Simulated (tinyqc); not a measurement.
Splitting against the number of planes: valley splitting in a one-orbital chain of atomic planes (second-neighbour model).

Each (001) plane carries one orbital with energy e0, hopping v to the next plane and u to the second: E(phi) = e0 + 2 v cos(phi) + 2 u cos(2 phi), where phi = pi - k a/4 (the sign of every second orbital is chosen so that v > 0, which shifts the phase by pi). The minimum lies at cos(phi0) = -v/(4u), phi0 = pi - (pi/2) k0 for a valley at k0 (2 pi/a), and e0 puts it at zero. A slab of N planes has hard walls: the matrix simply ends.

Constants: hbar^2/2m0 = 3.80998211 eV angstrom^2.

Parameters, chosen for this exercise (out of a larger set: near those of the Delta valleys of silicon; abrupt walls in this chain split the valleys several times more than measured wells; not measured data):

| symbol | value | unit | meaning |
|---|---|---|---|
| a | 5.437 | angstrom | lattice constant; planes lie a/4 apart |
| ml | 0.869 | m0 | longitudinal mass |
| N0 | 59 |  | first number of planes |

u = 0.651308 eV
v = 0.777769 eV
e0 = 1.534812 eV
phi0 = 1.873960 rad

Ten slabs from N0 on, of thickness (N - 1) a/4 between the outer planes. Effective mass: E1 = (c/ml)(pi/W)^2 with W = (N + 2) a/4: the amplitude vanishes on two missing planes at each end, and the envelope has its nodes N + 2 spacings apart. Large-N estimate of the splitting: 16 pi^2 u |sin(phi0) sin((N + 2) phi0)|/(N + 2)^3.

Doublet (meV):

| N | thickness (angstrom) | mean level | effective mass | splitting | estimate |
|---|---|---|---|---|---|
| 59 | 78.84 | 6.29 | 6.29 | 0.408 | 0.405 |
| 60 | 80.20 | 6.09 | 6.09 | 0.012 | 0.022 |
| 61 | 81.56 | 5.90 | 5.90 | 0.377 | 0.380 |
| 62 | 82.91 | 5.71 | 5.72 | 0.204 | 0.197 |
| 63 | 84.27 | 5.54 | 5.54 | 0.227 | 0.234 |
| 64 | 85.63 | 5.37 | 5.38 | 0.316 | 0.313 |
| 65 | 86.99 | 5.21 | 5.22 | 0.028 | 0.035 |
| 66 | 88.35 | 5.06 | 5.07 | 0.304 | 0.306 |
| 67 | 89.71 | 4.92 | 4.92 | 0.148 | 0.143 |
| 68 | 91.07 | 4.78 | 4.78 | 0.194 | 0.199 |

The mean level falls smoothly, from 6.3 to 4.8 meV, within 0.2 % of the effective-mass value. The splitting swings between 0.012 (N = 60) and 0.408 meV (N = 59): one plane more or less changes the phase between the two walls by phi0 = 1.874 rad. The estimate misses the computed values by at most 0.010 meV.

Program tinyqc; command `OMP_NUM_THREADS=1 python tinyqc.py 1451040 1451041 out.jsonl`; about 0.01 s on one thread of a shared Intel(R) Xeon(R) Processor @ 2.30GHz.
